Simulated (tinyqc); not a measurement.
Coverage along the feature as the dose grows: atomic layer deposition: Langmuir saturation, growth per cycle and coating of deep features. Computed by tinyqc, a small Python program. Command: `OMP_NUM_THREADS=1 python tinyqc.py 3008393 3008394 out.jsonl ald walk`. One thread of a shared host (Intel(R) Xeon(R) Processor @ 2.30GHz), about 0.04 s of CPU time with the checks.

Precursor A sticks only on free sites, so a long enough pulse saturates; co-reactant B then frees the sites again.

Inputs (values chosen for the exercise, modelled on hafnium oxide from an amide and water):
```
quantity                                  value    unit
precursor mass M                            411       u
site density q                              2.8  1/nm^2
sticking probability beta on free sites  0.0029       -
precursor pressure p                        6.4      Pa
temperature T                               275       C
pulse time t                              0.062       s
desorption energy E_d                      2.03      eV
aspect ratio a                              130       -
```

Feature: round hole.

Constants: u = 1.6605390666e-27 kg; k_B = 1.380649e-23 J/K; k_B = 8.617333262e-05 eV/K.

Method:
- Wall flux F = p/sqrt(2 pi M k_B T); rate of filling k_a = beta F/q; desorption k_d = 1e13 exp(-E_d/(k_B T)) per second. 1/m^2 = 1e-18/nm^2.
- Temperatures in kelvin are T(C) + 273.15.
- Diffusion-limited filling (Gordon) of a round hole of diameter w: a saturation front at depth z needs dz/dt = D_K n/(z (4q/w)), with Knudsen D_K = w c/3 and F = n c/4; including the entrance and floor terms, t = (q/F)(1 + 19a/4 + 3a^2/2). Reaction-limited filling needs ln(100)/k_a at any depth, k_a = beta F/q. Flow is molecular. The front picture holds when the modulus a sqrt(beta) is well above 1.
- Depth reached by the given pulse: solve the same formula for a. Exposure = p x diffusion-limited time; 1 langmuir = 1.33322e-4 Pa s.
- Continuum model with steady gas transport: d2n/dz2 = 3 beta (1 - th) n/d_h^2 (d_h the hydraulic diameter, n = 1 at the mouth, no flux at the floor, 60 cells), d th/dt = beta F n (1 - th)/q; no desorption. Times are multiples of the larger of the Gordon time and ln(100)/k_a.

diffusion-limited time = 2.04669 s

time to 99 % without desorption, ln(100)/k_a = 0.125156 s

flux F = 35526.6 1/(nm^2 s)

modulus = 7.00071

Coverage:
```
multiple   t (s)  top cell  quarter depth  half depth  three quarters  floor cell
0.05      0.1023     0.971          0.273       0.016           0.001       0.000
0.10      0.2047     0.999          0.633       0.055           0.003       0.000
0.20      0.4093     1.000          0.971       0.256           0.015       0.001
0.40      0.8187     1.000          1.000       0.889           0.140       0.015
0.60      1.2280     1.000          1.000       0.999           0.548       0.085
0.80      1.6374     1.000          1.000       1.000           0.929       0.344
1.00      2.0467     1.000          1.000       1.000           0.999       0.935
1.30      2.6607     1.000          1.000       1.000           1.000       1.000
```

What does the comparison show, and why?

At a multiple of 0.2 the coverage is 1.00 at the top and 0.00 at the floor. The walls fill from the top down behind a front whose depth grows as sqrt(t), since the modulus is well above 1. In the last row the floor reaches 1.000.
